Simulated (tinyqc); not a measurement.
Thin-film optics by transfer matrices: one step. Reflection and transmission. Four cases, with inputs chosen for the exercise.

Question. Close the stack on the substrate.

Indices N = n + i k. Snell: N0 sin(theta) = N_j sin(theta_j), with Im(N_j cos theta_j) >= 0. Admittance y_j = N_j cos theta_j for s and N_j/cos theta_j for p. Phase delta_j = 2 pi N_j cos theta_j d_j/lambda. Layer matrix [[cos delta, -i sin delta/y], [-i y sin delta, cos delta]], multiplied from the top down to M. (B, C) = M (1, y_sub); r = (y0 B - C)/(y0 B + C), R = |r|^2, T = 4 Re y0 Re y_sub/|y0 B + C|^2, absorbed in the films 1 - R - T.

Give: B, C; r; R; T into the substrate; absorbed in the films.

Case 1.

M:
```
                     1                    2
1  -0.366683-0.010874i  -0.001735-0.629771i
2  -0.002276-1.378557i  -0.359509+0.000228i
```

y_j: ambient 0.707107, film 1 1.475295, film 2 1.511836+0.022079i, film 3 1.267044, substrate 0.266854+3.340196i

Answer.

B, C: 1.7364-0.1847i  -0.0990-2.5793i

r = -0.5962+0.7380i
R = 0.9000
T into the substrate = 0.0876
absorbed in the films = 0.0124

The bare substrate would reflect 0.9377.

Case 2.

M:
```
                    1                    2
1  0.573259-0.003343i  -0.001276-0.368839i
2  0.034991-2.725179i  -0.008971-0.016498i
```

y_j: ambient 1.414214, film 1 3.974561+0.038313i, film 2 1.663241, substrate 1.401322+7.877498i

Answer.

B, C: 3.4770-0.5303i  0.1524-2.8190i

r = 0.4363+0.7153i
R = 0.7020
T into the substrate = 0.2062
absorbed in the films = 0.0917

The bare substrate would reflect 0.8867.

Case 3.

M:
```
                     1                    2
1  -0.972402-0.081569i  -0.141242+0.009290i
2  -0.574467-0.835259i  -1.121626-0.021747i
```

y_j: ambient 0.422618, film 1 2.495018+0.264766i, film 2 1.285665, substrate 0.829456+2.839431i

Answer.

B, C: -1.1159-0.4749i  -1.4431-4.0381i

r = -0.8379-0.1493i
R = 0.7243
T into the substrate = 0.0648
absorbed in the films = 0.2109

The bare substrate would reflect 0.8544.

Case 4.

M:
```
            1           2
1    0.693106  -0.494865i
2  -1.150092i    0.621636
```

y_j: ambient 1.000000, film 1 2.043000, film 2 1.439000, substrate 0.266000+3.376000i

Answer.

B, C: 2.3638-0.1316i  0.1654+0.9486i

r = 0.6622-0.6410i
R = 0.8494
T into the substrate = 0.1506
absorbed in the films = 0.0000

The bare substrate would reflect 0.9182.

Computed by tinyqc, one run a case: `OMP_NUM_THREADS=1 python tinyqc.py N N+1 out.jsonl` with N = 1650014, 1650085, 1650214, 1650777; one thread of a shared Intel(R) Xeon(R) Processor @ 2.30GHz, about 0.01 s a run at most.
